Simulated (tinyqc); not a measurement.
Inside a calculation. Method: lattice vibrations of a chain. Computed by tinyqc, a small Python program that keeps every step. Command: `OMP_NUM_THREADS=1 python tinyqc.py 23018 23019 out.jsonl` (the two numbers bound the seeds that draw the settings). One thread of a shared host (Intel(R) Xeon(R) Processor @ 2.60GHz), about 0.01 s of CPU time with the checks.

## Dynamical matrix at q = 0.47

A chain moving along its axis:
```
atom  mass (u)  spring to the next atom (eV/angstrom^2)
1     29.80000                                 27.30000
2     42.30000                                 29.10000
3     81.50000                                  9.20000
4     83.50000                                 29.70000
```

q is in units of 2 pi/a. A spring k from atom i to atom j, n cells on, adds k to Phi_ii and Phi_jj, -k exp(2 pi i q n) to Phi_ij and the conjugate to Phi_ji (for one atom a cell: 2k (1 - cos 2 pi q n)); D_ij = Phi_ij / sqrt(m_i m_j).

D(q) (eV/(angstrom^2 u)):
$$\begin{pmatrix}
1.91275 & -0.76893 & 0.00000 & 0.58485+0.11157i \\
-0.76893 & 1.33333 & -0.49561 & 0.00000 \\
0.00000 & -0.49561 & 0.46994 & -0.11152 \\
0.58485-0.11157i & 0.00000 & -0.11152 & 0.46587
\end{pmatrix}$$

## Frequencies

omega^2 are the eigenvalues; wavenumber = 521.4708 sqrt(eigenvalue) 1/cm.

eigenvalues: [0.14107, 0.22368, 1.22788, 2.58926]

wavenumbers (1/cm): [195.9, 246.6, 577.8, 839.1]

weights |e|^2 of the mass-weighted modes, order atom 1, atom 2, atom 3, atom 4:
$$\begin{pmatrix}
0.14897 & 0.03623 & 0.16609 & 0.64872 \\
0.23033 & 0.03856 & 0.44133 & 0.28978 \\
0.32478 & 0.42106 & 0.24103 & 0.01312 \\
0.29592 & 0.50415 & 0.15155 & 0.04838
\end{pmatrix}$$

## Dispersion and heat capacity

C/k_B per atom = mean over q = (j + 1/2)/80, j = 0..39 and all branches of y^2 e^y/(e^y - 1)^2, y = hc wavenumber / k_B T.

Wavenumbers (1/cm):
```
q         branch 1   branch 2   branch 3   branch 4
0.00000    0.00000  340.54809  560.10765  841.12778
0.06250   28.76443  338.25346  560.87316  841.05173
0.12500   57.36268  331.53902  563.00817  840.83453
0.18750   85.61489  320.85819  566.08874  840.50768
0.25000  113.30456  306.83374  569.56490  840.11932
0.31250  140.12246  290.18697  572.89077  839.72787
0.37500  165.47979  271.84997  575.60578  839.39355
0.43750  187.62817  253.81718  577.37129  839.16888
0.50000  198.84445  243.95687  577.98257  839.08974
```

Heat capacity:
```
T (K)  C/k_B per atom
20            0.04992
50            0.12878
100           0.26694
200           0.49964
300           0.66713
600           0.88219
1200          0.96721
```

zero-point energy per atom = 28.20853 meV
